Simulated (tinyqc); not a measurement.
# Worked calculation: metal gate on a two-layer dielectric stack with fixed charge and a dipole

Numbers from tinyqc (`OMP_NUM_THREADS=1 python tinyqc.py 2010081 2010082 out.jsonl`; about 0.01 s on one thread of a shared Intel Xeon 2.30GHz). Printed values are rounded.

Gate, layer 2, layer 1, p-type semiconductor; x runs from the gate inwards. Charges are counted in units of +q. psi is the band bending at the surface, positive towards inversion. Classical charge, Boltzmann statistics, no interface traps.

Inputs (values chosen for the exercise); band and dielectric values close to those of silicon, layer 1 close to silicon dioxide, layer 2 close to hafnium oxide:
```
symbol,value,unit,meaning
T,250,K,temperature
Eg,1.11,eV,band gap
eps_r,11.7,,relative permittivity
Nc,2.15e19,cm^-3,conduction-band density of states at T
Nv,2.05e19,cm^-3,valence-band density of states at T
chi,4.08,eV,electron affinity
Na,1.7e16,cm^-3,acceptor density
pM,4.79,eV,work function of the gate metal
t1,1.8,nm,"thickness of layer 1, next to the semiconductor"
e1,3.92,,relative permittivity of layer 1
t2,2.4,nm,"thickness of layer 2, next to the gate"
e2,22.8,,relative permittivity of layer 2
Q1,9.1e11,cm^-2,fixed charge at the semiconductor interface
Q2,3e12,cm^-2,fixed charge between the layers
r1,0,cm^-3,uniform charge density in layer 1
r2,5.6e18,cm^-3,uniform charge density in layer 2
Vd,0,V,flat-band shift by a dipole layer between the layers
ps,0.864,V,band bending psi of the working point
```

Constants: q = 1.602176634e-19 C, kB = 1.380649e-23 J/K, Vt = kB T/q, eps0 = 8.8541878128e-14 F/cm where lengths are in cm. Results are converted to the units shown.

## Equivalent thickness and work-function difference

EOT = 3.9 (t1/e1 + t2/e2), Cox = eps0/(t1/e1 + t2/e2); phi_ms = pM - (chi + Eg - Vt ln(Nv/Na)).

EOT = 2.201343 nm
Cox = 1.568649 uF/cm^2
share of layer 1 in the EOT = 81.35109 %
phi_ms = -0.2471508 V

## Flat-band voltage, term by term

EOT = 3.9 (t1/e1 + t2/e2), Cox = eps0/(t1/e1 + t2/e2); phi_ms = pM - (chi + Eg - Vt ln(Nv/Na)). Vfb = phi_ms + Vd - (q/eps0) [Q1 (t1/e1 + t2/e2) + Q2 t2/e2 + r1 (t1^2/(2 e1) + t1 t2/e2) + r2 t2^2/(2 e2)]: each charge counts with its electrical distance from the gate.

terms (V): phi_ms -0.2471508, dipole 0.0000000, Q1 -0.0929450, Q2 -0.0571425, r1 0.0000000, r2 -0.0127999
Vfb = -0.4100382 V

Apart from phi_ms the largest term is that of Q1, -92.9 mV; all charges and the dipole together move Vfb by -163 mV.

## Threshold voltage

ni = sqrt(Nc Nv) exp(-Eg/(2 Vt)), Eg in volts, pB = Vt ln(Na/ni), Vth = Vfb + 2 pB + sqrt(4 q eps0 eps_r Na pB)/Cox.

ni = 1.360782e8 cm^-3
pB = 0.4016377 V
depletion charge = 0.06732777 uC/cm^2
Vth = 0.4361581 V

## Charge in the semiconductor

ni = sqrt(Nc Nv) exp(-Eg/(2 Vt)), Eg in volts. Qs = -sign(psi) sqrt(2 q eps0 eps_r Na Vt [exp(-u) + u - 1 + (ni/Na)^2 (exp(u) - u - 1)]), u = psi/Vt.

Qs = -0.08240830 uC/cm^2

The surface is in strong inversion: psi exceeds 2 Vt ln(Na/ni) = 0.803 V.

## Fields and voltage drops

Gauss: D = -Qs just inside the semiconductor; going towards the gate subtract q Q1, then q r1 t1, q Q2 and q r2 t2. Field = D/(eps0 e); the drop over a layer is its mean field times its thickness; Vg = phi_ms + Vd + psi + both drops.

```
place	D (uC/cm^2)	field (MV/cm)
layer 2, gate side	-0.7593753	-0.3761602
layer 2, inner side	-0.5440428	-0.2694942
layer 1, outer side	-0.0633898	-0.1826352
layer 1, semiconductor side	-0.0633898	-0.1826352
semiconductor surface	0.0824083	0.0795493
```

drop over layer 2 = -0.07747854 V
drop over layer 1 = -0.03287433 V
Vg = 0.5064964 V

The same Vg follows from Vfb + psi - Qs/Cox. The largest field, 0.376 MV/cm in size, is at: layer 2, gate side.
